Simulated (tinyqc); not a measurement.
Peak gain against injection: optical gain and spontaneous emission in a bulk direct-gap semiconductor.

Parabolic bands, vertical transitions, no excitons. For each hole band j: mr = me mj/(me + mj); joint density of states J_j(E) = (mr/c)^(3/2) sqrt(E - Eg)/(2 pi^2), both spins, c = hbar^2/2m0; averaged matrix element |e.p|^2 = m0 Ep/6; alpha_j(E) = 4 pi^2 alpha_f c Ep J_j/(3 nr E) in 1/angstrom (alpha_f the fine-structure constant, listed as alpha among the constants), times 1e8 for 1/cm.

F_j(eta) = (1/Gamma(j + 1)) integral_0^infinity x^j dx/(1 + exp(x - eta)), which tends to exp(eta) for eta << 0.

Quasi-Fermi levels: n = Nc F_1/2(Fc/kT) and p = Nv F_1/2(Fv/kT), Fc counted up from the conduction edge and Fv down from the valence edge; Nc, Nv from N = 2 (m kB T/(4 pi c))^(3/2) with c = hbar^2/2m0, in 1/angstrom^3; times 1e24 for 1/cm^3, with me and (mhh^(3/2) + mlh^(3/2))^(2/3).

For band j the electron sits at Ee = (E - Eg) mr/me above its edge and the hole at Eh = (E - Eg) mr/mj; fe = 1/(1 + exp((Ee - Fc)/kT)), fh = 1/(1 + exp((Eh - Fv)/kT)); gain g = sum_j alpha_j (fe + fh - 1).

Spontaneous rate: R = integral of (nr E/(hbar c))^2/(pi^2 hbar) sum_j alpha_j fe fh dE, with alpha in 1/cm and (nr E/(hbar c))^2 in 1/cm^2 (1e16 per 1/angstrom^2); B = R/(n p); lifetime n/R.

Constants: hbar^2/2m0 = 3.80998211 eV angstrom^2; fine-structure constant alpha = 0.007297352564; kB = 8.617333262e-05 eV/K; hbar = 6.58211957e-16 eV s; hbar c = 1973.269805 eV angstrom.

Parameters, chosen for this exercise (near those of GaN; not measured data): Eg = 3.354 eV (direct gap); me = 0.2008 m0 (electron mass); mhh = 1.463 m0 (heavy-hole mass); mlh = 0.3134 m0 (light-hole mass); Ep = 16.8 eV (Kane energy); nr = 2.58 (refractive index); T = 400 K.

The peak is the largest g over E; a dash marks no gain.

Gain:
```
n (1/cm^3)  Fc (eV)  Fv (eV)  peak gain (1/cm)  peak E - Eg (eV)  B (cm^3/s)
4.9e+18      0.0287  -0.0933                 -                 -    3.29e-11
7.8e+18      0.0544  -0.0768                 -                 -    3.10e-11
1.1e+19      0.0767  -0.0645                89            0.0042    2.91e-11
1.4e+19      0.0946  -0.0557               487            0.0142    2.76e-11
1.8e+19      0.1158  -0.0463              1108            0.0269    2.58e-11
2.2e+19      0.1350  -0.0388              1732            0.0386    2.43e-11
2.9e+19      0.1653  -0.0281              2759            0.0573    2.20e-11
3.9e+19      0.2039  -0.0163              4060            0.0802    1.96e-11
```

transparency density (Fc + Fv = 0) = 9.78e+18 1/cm^3

What can be read from this table?

Gain starts at 9.78e+18 1/cm^3, where Fc = -Fv = 0.0687 eV: with Nv/Nc = 22 the electrons must be degenerate before the holes are. The slope of peak gain against n is 1.33e-16 cm^2 between the first two rows with gain and 1.30e-16 between the last two; the peak moves from 0.0042 to 0.0802 eV above the gap as the bands fill, and B falls by a factor 1.68. Line broadening and gap shrinkage are left out.

Run: tinyqc, `OMP_NUM_THREADS=1 python tinyqc.py 1682348 1682349 out.jsonl`; Intel(R) Xeon(R) Processor @ 2.30GHz, one thread, shared host; about 0.1 s of CPU time with all checks.
